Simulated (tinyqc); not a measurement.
Same peak temperature, different pulse lengths: millisecond and nanosecond annealing: surface heating, thermal budget and solid-phase regrowth. Computed by tinyqc, a small Python program. Command: `OMP_NUM_THREADS=1 python tinyqc.py 3010637 3010638 out.jsonl flash walk`. One thread of a shared host (Intel(R) Xeon(R) Processor @ 2.30GHz), about 0.01 s of CPU time with the checks.

A square pulse heats the surface of a thick wafer with constant thermal properties; losses by radiation are neglected and silicon melts at 1414 C.

Inputs (values chosen for the exercise, modelled on hot silicon with arsenic):
```
quantity                      value        unit
incident fluence               20.6      J/cm^2
pulse length t_p             0.0014           s
reflectance R                  0.51           -
thermal conductivity k         0.27    W/(cm K)
heat capacity per volume c     2.12  J/(cm^3 K)
preheat temperature T0          700           C
dopant prefactor D0            8.62      cm^2/s
dopant activation energy E        4          eV
regrowth prefactor v0       5.5e+08        cm/s
regrowth energy E_v            2.71          eV
amorphous layer                 5.8          nm
```

Source: flash lamp.

Constants: k_B = 8.617333262e-05 eV/K.

Method:
- Absorbed flux q = (1 - R) fluence/t_p; kappa = k/c. With f(z, t) = (2 q/k) sqrt(kappa t) ierfc(z/(2 sqrt(kappa t))), ierfc(x) = exp(-x^2)/sqrt(pi) - x erfc(x): T = T0 + f(z, t) during the pulse and T0 + f(z, t) - f(z, t - t_p) after it.
- At the surface the rise at the end of the pulse is 2 q sqrt(t_p/(pi k c)); the fluence that just melts the surface scales with (1414 - T0).
- Temperatures in kelvin are T(C) + 273.15.
- Integrate exp(-E/(k_B T(t))) at the surface from 0 to 10 t_p (Gauss-Legendre, 60 points in sqrt(t) up to t_p and 60 in sqrt(t - t_p) after it). (Dt) = D0 x integral with E; regrowth = v0 x integral with E_v; effective time = integral/exp(-E/(k_B T_peak)).
- For each t_p the flux is set so that the peak temperature stays the same: q sqrt(t_p) is fixed.

absorbed flux q = 7210 W/cm^2

kappa = 0.127358 cm^2/s

Pulses:
```
t_p (s)   fluence (J/cm^2)  q (W/cm^2)  thermal length (um)  2 sqrt(Dt) (nm)  regrowth (nm)
1.00e-07        1.7410e-01  8.5310e+05           1.1285e+00       3.9049e-04     2.0284e-02
1.00e-06        5.5056e-01  2.6977e+05           3.5687e+00       1.2348e-03     2.0284e-01
1.00e-05        1.7410e+00  8.5310e+04           1.1285e+01       3.9049e-03     2.0284e+00
1.00e-04        5.5056e+00  2.6977e+04           3.5687e+01       1.2348e-02     2.0284e+01
3.00e-04        9.5359e+00  1.5575e+04           6.1812e+01       2.1388e-02     6.0852e+01
1.00e-03        1.7410e+01  8.5310e+03           1.1285e+02       3.9049e-02     2.0284e+02
3.00e-03        3.0155e+01  4.9254e+03           1.9547e+02       6.7634e-02     6.0852e+02
1.00e-02        5.5056e+01  2.6977e+03           3.5687e+02       1.2348e-01     2.0284e+03
```

What follows from these numbers?

Fluence and diffusion length grow as sqrt(t_p), regrowth as t_p. The layer of 5.8 nm regrows from t_p = 0.0001 s on among these rows, at a diffusion length of 0.012 nm. Caution: the shortest pulses need a source absorbed within their thermal length, and the longest also heat the back of the wafer, which the thick-wafer formula leaves out. Caution: seconds at the preheat temperature would regrow the layer before any pulse.

Extremes, crossings and ranges named in words are read from the listed rows.
